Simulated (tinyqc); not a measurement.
Orbital energy against energy difference: ionisation energy by orbital energies and by energy differences in the 6-31g basis, for BeH2, spin multiplicity 1. Computed by the program tinyqc with PySCF. Command: `OMP_NUM_THREADS=1 python tinyqc.py 115512 115513 out.jsonl`; one thread of a shared host (Intel(R) Xeon(R) Processor @ 2.60GHz), about 10 s.

Geometry (angstrom):
```
atom       x        y       z
Be    0.0000   0.0000  0.0000
H     0.0000   1.2290  0.0000
H     0.0000  -1.2290  0.0000
```

CCSD(T) difference in the same basis = 11.9436 eV

IP-EOM-CCSD = 11.9764 eV

The cation is unrestricted; errors are against CCSD(T) in this basis, not against experiment.

First vertical ionisation energy (eV):
```
method     -e(HOMO)  E(cation) - E  error of -e(HOMO)  error of the difference
HF           12.560       11.76576              0.617                   -0.178
LDA           7.596       12.02156             -4.348                    0.078
PBE           7.618       12.04342             -4.326                    0.100
B3LYP         8.849       12.30082             -3.094                    0.357
PBE0          9.039       12.22966             -2.905                    0.286
CAM-B3LYP    10.558       12.39305             -1.386                    0.449
LC-wPBE      12.042       12.53954              0.098                    0.596
```

Koopmans errs by +0.62 eV and Delta-HF by -0.18 eV: relaxation, 0.79 eV, lowers the value and the missing correlation difference works against it. The PBE level is off by -4.3 eV through the wrong tail of its potential, though its energy difference is off by +0.10 eV; exact exchange deepens the level, and among the orbital energies LC-wPBE comes closest; among the differences LDA does.
